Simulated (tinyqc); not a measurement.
Ways to converge the cycle: SCF convergence aids in the sto-6g basis, for H6, spin multiplicity 1. Computed by the program tinyqc with PySCF. RHF with one setting changed at a time; a run stops when the energy changes by less than 1e-09 hartree and the error matrix is below 1e-5. The start is the core Hamiltonian. Damping d keeps d of the old density; a shift (hartree) raises the virtual levels; DIIS n extrapolates F over n matrices.

Geometry (angstrom):
```
atom,x,y,z
H,0.0000,0.0000,0.0000
H,0.0000,0.0000,1.0600
H,0.0000,0.0000,2.8890
H,0.0000,0.0000,3.9480
H,0.0000,0.0000,5.7770
H,0.0000,0.0000,6.8370
```

lowest restricted solution found by these runs and by PySCF = -3.163742 hartree

Largest element of the error matrix X^T (FDS - SDF) X:
```
iteration,plain,damping 0.3,damping 0.6,shift 0.4,DIIS 3,DIIS 8
1,3.4e-01,3.4e-01,3.4e-01,3.4e-01,3.4e-01,3.4e-01
2,1.4e-02,1.0e-01,2.1e-01,1.2e-01,1.4e-02,1.4e-02
3,3.3e-03,3.0e-02,1.2e-01,3.7e-02,3.3e-03,3.3e-03
4,8.1e-04,8.7e-03,7.5e-02,1.2e-02,8.4e-05,8.4e-05
5,2.0e-04,2.6e-03,4.5e-02,3.7e-03,9.2e-06,2.8e-06
6,4.9e-05,1.2e-03,2.7e-02,1.4e-03,2.0e-07,4.4e-07
8,3.0e-06,2.8e-04,9.4e-03,3.5e-04,-,-
10,-,6.4e-05,3.3e-03,8.3e-05,-,-
14,-,3.2e-06,4.9e-04,4.6e-06,-,-
20,-,-,5.9e-05,-,-,-
30,-,-,1.6e-06,-,-,-
```

How each run ends:
```
run,iterations,E (hartree),state
plain,8,-3.16374,lowest found
damping 0.3,18,-3.16374,lowest found
damping 0.6,38,-3.16374,lowest found
shift 0.4,14,-3.16374,lowest found
DIIS 3,6,-3.16374,lowest found
DIIS 8,6,-3.16374,lowest found
```

What does the comparison show, and why?

6 of 6 runs reach the lowest restricted solution found, in 6 to 38 iterations (fastest: DIIS 3, DIIS 8). Plain steps already contract here, so damping only slows them. DIIS 3 and DIIS 8 gain by cancelling the error over several earlier matrices, much as a quasi-Newton step does.
